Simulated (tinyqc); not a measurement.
MOS structure on a p-type body, non-linear Poisson equation by Newton steps: one step of the calculation.

One dimension, insulator interface at x = 0, acceptor density Na, uniform, net doping C = -(acceptor density). psi is counted from the intrinsic level: n = ni exp((psi - Vb)/Vt), p = ni exp(-psi/Vt); deep in the body psi_b = -Vt ln(Na/ni). The gate acts through Cox = eps0 eox/tox and has the potential psi_G = Vg - (phiM - chi - Vt ln(Nc/ni)). Boltzmann statistics, full ionisation, classical densities, no oxide or interface charge. Acceptors in real wide-gap material are deep and only partly ionised in the neutral body.

Question. Converged densities and sheet charges. n and p as above; box widths w_i (half boxes at both ends); band bending psi_0 - psi_b; N_inv = sum w n; N_dep = -sum w (p + C); centroid sum w n x/N_inv; gate charge Cox (psi_G - psi_0)/q.

Inputs (values chosen for the exercise); band and dielectric values close to those of 4H silicon carbide: temperature T = 250 K; band gap Eg = 3.21 eV; conduction-band density of states at T Nc = 1.29e19 cm^-3; valence-band density of states at T Nv = 1.91e19 cm^-3; electron affinity chi = 3.54 eV; relative permittivity of the gate insulator (close to hafnium oxide) eox = 21.7; insulator thickness tox = 3.9 nm; gate work function phiM = 3.95 eV; electron quasi-Fermi potential against the body Vb = 0.7 V; gate voltage against the body Vg = 0.67 V.

Constants: q = 1.602176634e-19 C, kB = 1.380649e-23 J/K, Vt = kB T/q, eps0 = 8.8541878128e-14 F/cm where lengths are in cm. Results are converted to the units shown.

```
node  x (nm)  converged psi (V)  net doping C (cm^-3)
0          0          1.7734788                 -2e17
1        0.4          1.7535615                 -2e17
2       1.11          1.7183546                 -2e17
3       2.35          1.6573158                 -2e17
4       4.55          1.5504271                 -2e17
5       8.43          1.3662969                 -2e17
6       15.3          1.0539930                 -2e17
7       27.4          0.5465819                 -2e17
8       48.7         -0.2144606                 -2e17
9       86.3         -1.1464578                 -2e17
10       153         -1.5073140                 -2e17
11       270         -1.5110087                 -2e17
```

ni = 6.9252521e-14 cm^-3

Give: n; p; band bending; N_inv; N_dep; centroid of the electrons; gate charge over q.

Answer.

```
node  n (cm^-3)  p (cm^-3)
0       3.026e8  1.227e-49
1       1.200e8  3.092e-49
2       2.342e7  1.585e-48
3       1.377e6  2.694e-47
4          9645  3.848e-45
5         1.872  1.982e-41
6      9.476e-7  3.916e-35
7     5.593e-17  6.635e-25
8     2.545e-32   1.458e-9
9     4.145e-51    8.954e9
10    2.203e-58   1.685e17
11    1.856e-58   2.000e17
```

band bending = 3.284 V
N_inv = 15.24 cm^-2
N_dep = 2.683e12 cm^-2
centroid of the electrons = 0.3787 nm
gate charge over q = 2.684e12 cm^-2

N_inv + N_dep is 0.063 % below the gate charge.

Numbers from tinyqc (`OMP_NUM_THREADS=1 python tinyqc.py 2080165 2080166 out.jsonl`; about 0.6 s on one thread of a shared Intel Xeon 2.30GHz).
